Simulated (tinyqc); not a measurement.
# Worked calculation: resistance of a tapered via with liner, size effect and interface

Numbers from tinyqc (`OMP_NUM_THREADS=1 python tinyqc.py 2750190 2750191 out.jsonl`; about 0.01 s on one thread of a shared Intel Xeon 2.30GHz). Printed values are rounded.

A round via whose diameter grows from db at the bottom as D(z) = db + 2 z/tan(ang). The fill, of diameter D - 2 tl, starts above the bottom liner (thickness fb tl) and has rho = rho0 (1 + ks lam/(D - 2 tl)); the sidewall liner conducts in parallel with it. The bottom liner and the interface are crossed over the full area pi db^2/4. Spreading in the lines above and below is left out.

Inputs (values chosen for the exercise); fill metal close to molybdenum: diameter at the bottom db = 19 nm; height hv = 60 nm; sidewall angle ang = 86 degrees; bulk resistivity of the fill rho0 = 5.37 uohm cm; mean free path of the fill lam = 10.9 nm; size-effect factor ks = 1; liner on the sidewall tl = 0.3 nm; liner at the bottom over that on the sidewall fb = 0.7; resistivity of the liner rl = 310 uohm cm; interface resistivity at the bottom ri = 1.1e-12 ohm cm^2; ballistic conductance per area, about 3/(4 rho0 lam) Sb = 1.3e15 S/m^2.

## Slices of the via

Slices between z0 = fb tl and hv, evaluated at their midpoints: conductance per length pi/4 [(D - 2 tl)^2/rho + (D^2 - (D - 2 tl)^2)/rl], slice resistance = slice height over that. 6 slices.

```
slice   z (nm)   D (nm)  rho (uohm cm)  slice resistance (ohm)
0      5.19250  19.7262        8.43036                 2.91894
1      15.1575  21.1198        8.22251                 2.47378
2      25.1225  22.5135        8.04110                 2.12156
3      35.0875  23.9071        7.88138                 1.83839
4      45.0525  25.3008        7.73968                 1.60752
5      55.0175  26.6944        7.61313                 1.41697
```

## Total resistance

R_fill = sum of the slices; R_bottom = rl fb tl/(pi db^2/4); R_interface = ri/(pi db^2/4); ballistic (Sharvin) limit 1/(Sb pi (db - 2 tl)^2/4); ideal cylinder rho0 hv/(pi db^2/4).

parts (ohm): fill 12.3772, bottom liner 2.29606, interface 0.387968
R = 15.0612 ohm
shares (%): fill 82.1792, bottom liner 15.2449, interface 2.5759
ballistic limit = 2.89288 ohm
ideal cylinder = 11.3639 ohm

The fill is the largest part, and R is 1.33 times the ideal cylinder. With 2000 slices R = 15.078 ohm.
